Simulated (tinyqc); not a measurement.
# Inputs raised by 10 %, one at a time

Model: Bloch-Grueneisen resistivity of a metal. Computed by tinyqc, a small Python program. Command: `OMP_NUM_THREADS=1 python tinyqc.py 3009501 3009502 out.jsonl bg sens`. One thread of a shared host (Intel(R) Xeon(R) Processor @ 2.30GHz), about 0.01 s of CPU time with the checks.

Electrons scatter from a Debye spectrum of phonons (n = 5 for scattering within one band, n = 3 for scattering into a second, heavy band) and from static defects.

Inputs (values chosen for the exercise, modelled on cobalt):

| quantity | value | unit |
|---|---|---|
| exponent n | 3 | - |
| Debye temperature Theta | 414 | K |
| transport coupling lambda_tr | 0.27 | - |
| Drude plasma energy hbar w_p | 6.7 | eV |
| residual resistivity rho_0 | 0.14 | microohm cm |
| temperature T | 20 | K |
| saturation resistivity | 170 | microohm cm |

Addition: saturation.

Constants: k_B = 1.380649e-23 J/K; hbar = 1.054571817e-34 J s; eps_0 = 8.8541878128e-12 F/m; hbar = 6.582119569e-16 eV s; k_B = 8.617333262e-05 eV/K.

Method:
- rho_ph = (n - 1) rho_1 (T/Theta)^n J_n(Theta/T), with rho_1 = 2 pi lambda_tr k_B Theta/(hbar eps_0 w_p^2), the high-temperature line at T = Theta.
- J_n(y) = int_0^y x^n e^x/(e^x - 1)^2 dx, by 96 Gauss-Legendre points (upper limit at most 60).
- Parallel-resistor saturation: 1/rho = 1/(rho_0 + rho_ph) + 1/rho_sat.
- Temperature coefficient (1/rho) d rho/dT by a central difference of +/- 0.5 K; residual ratio rho(295 K)/rho(4.2 K); scattering time tau = 1/(eps_0 w_p^2 rho); Wiedemann-Franz kappa = L_0 T/rho, L_0 = (pi^2/3)(k_B/e)^2.

Runs:

| input moved | from | to | resistivity rho (microohm cm) | temperature coefficient (1e-3/K) | residual resistance ratio | phonon resistivity rho_ph (microohm cm) |
|---|---|---|---|---|---|---|
| base run | - | - | 0.1562 | 15.63 | 46.24 | 0.01630 |
| Debye temperature Theta (K) | 414 | 455.4 | 0.1533 | 13.16 | 45.54 | 0.01347 |
| transport coupling lambda_tr | 0.27 | 0.297 | 0.1578 | 17.02 | 50.58 | 0.01793 |
| Drude plasma energy hbar w_p (eV) | 6.7 | 7.37 | 0.1533 | 13.16 | 38.64 | 0.01347 |
| residual resistivity rho_0 (microohm cm) | 0.14 | 0.154 | 0.1701 | 14.35 | 42.13 | 0.01630 |
| temperature T (K) | 20 | 22 | 0.1615 | 18.28 | 46.24 | 0.02169 |
| saturation resistivity (microohm cm) | 170 | 187 | 0.1562 | 15.63 | 46.40 | 0.01630 |

Exponents ln(y'/y) / ln(x'/x):

| input | resistivity rho | temperature coefficient | residual resistance ratio | phonon resistivity rho_ph |
|---|---|---|---|---|
| Debye temperature Theta | -0.191 | -1.808 | -0.160 | -2 |
| transport coupling lambda_tr | 0.109 | 0.891 | 0.940 | 1 |
| Drude plasma energy hbar w_p | -0.191 | -1.808 | -1.884 | -2 |
| residual resistivity rho_0 | 0.899 | -0.901 | -0.977 | 0 |
| temperature T | 0.356 | 1.643 | 0.000 | 3 |
| saturation resistivity | 0.001 | 0.001 | 0.036 | 0 |

Which inputs matter most for each result?

Among the inputs moved here: resistivity rho answers most in size to residual resistivity rho_0 (exponent +0.899), next to temperature T (+0.356). Temperature coefficient answers most in size to Debye temperature Theta (exponent -1.808), and about equally to Drude plasma energy hbar w_p (-1.808). Residual resistance ratio answers most in size to Drude plasma energy hbar w_p (exponent -1.884), next to residual resistivity rho_0 (-0.977); its exponent is below 0.0005 for temperature T. Its exponent -0.977 in residual resistivity rho_0: a clean metal, where the ratio is rho(295 K)/rho_0. Phonon resistivity rho_ph answers most in size to temperature T (exponent +3.000), next to Debye temperature Theta (-2.000); its exponent is below 0.0005 for residual resistivity rho_0, saturation resistivity. Its exponent +1.000 in transport coupling lambda_tr: the rate is proportional to the coupling. Its exponent -2.000 in Drude plasma energy hbar w_p: rho = 1/(eps_0 w_p^2 tau).
